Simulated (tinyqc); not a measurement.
## Threshold-voltage variability of a planar MOSFET, analytic estimates: effect of the gate length

Three independent sources add in quadrature: random dopants in the depleted layer, metal-gate grains of two orientations, and roughness of the two gate edges acting through the roll-off VT = VT(long) - Vr exp(-L/l). These are first-order estimates: no three-dimensional electrostatics, no percolation.

ni = sqrt(Nc Nv) exp(-Eg/(2 Vt)), Eg in volts; Cox = 3.9 eps0/ti; Wd = sqrt(4 eps0 eps_r Vt ln(Na/ni)/(q Na)); dopants: s1 = (q/Cox) sqrt(Na Wd/(3 L W)). Grains: Ng = L W/G^2 (at least 1), s2 = dW sqrt(p (1 - p)/Ng). Edges, with exponential correlation and u = W/La: the mean gate length has sL^2 = 2 De^2 (2/u)[1 - (1 - exp(-u))/u]; s3 = sL (Vr/l) exp(-L/l). s = sqrt(s1^2 + s2^2 + s3^2). l and Vr are held fixed.

Values chosen for this exercise; material values close to those of silicon:
```
symbol    value   unit                                                 meaning
T           400      K                                             temperature
Eg         1.14     eV                                                band gap
eps_r      11.9                     relative permittivity of the semiconductor
Nc      4.28e19  cm^-3                  conduction-band density of states at T
Nv         4e19  cm^-3                     valence-band density of states at T
Na       2.4e18  cm^-3                                          channel doping
ti          2.1     nm                 oxide-equivalent thickness in inversion
W           120     nm                                              gate width
G             5     nm                                        metal grain size
dW          0.3     eV  work-function difference of the two grain orientations
p           0.3               share of the orientation of higher work function
De          1.1     nm                          rms roughness of one gate edge
La           10     nm                     correlation length of the roughness
l           5.2     nm                  decay length of the threshold roll-off
Vr          2.3      V                               prefactor of the roll-off
```

Constants: q = 1.602176634e-19 C, kB = 1.380649e-23 J/K, Vt = kB T/q, eps0 = 8.8541878128e-14 F/cm where lengths are in cm. Results are converted to the units shown.

Result of one run:
```
L (nm),s1 (mV),s2 (mV),s3 (mV),s (mV),s sqrt(L W) (mV um)
15,30.98,16.20,15.03,38.05,1.614
```

What becomes of these results when the gate length L is changed from 15 to 18 nm, all else the same?

Result of the changed run:
```
L (nm),s1 (mV),s2 (mV),s3 (mV),s (mV),s sqrt(L W) (mV um)
18,28.28,14.79,8.440,33.01,1.534
```

The whole series:
```
L (nm),s1 (mV),s2 (mV),s3 (mV),s (mV),s sqrt(L W) (mV um)
15,30.98,16.20,15.03,38.05,1.614
18,28.28,14.79,8.440,33.01,1.534
22,25.58,13.38,3.911,29.13,1.497
26,23.53,12.31,1.812,26.61,1.487
32,21.21,11.09,0.5716,23.94,1.484
38,19.46,10.18,0.1803,21.96,1.483
46,17.69,9.252,0.03871,19.96,1.483
55,16.18,8.461,0.006857,18.26,1.483
```

As L goes from 15 to 55 nm, s falls from 38.1 to 18.3 mV. The dopants are the largest source in the first and the last row. The product s sqrt(L W) falls from 1.61 to 1.48 mV um: s1 and s2 go as 1/sqrt(L W), so the change comes from s3 alone. For L = 15 to 22 nm the depletion depth exceeds L, so source and drain share much of the charge and s1 is rough.

Numbers from tinyqc (`OMP_NUM_THREADS=1 python tinyqc.py 2090129 2090130 out.jsonl`; about 0.01 s on one thread of a shared Intel Xeon 2.30GHz).
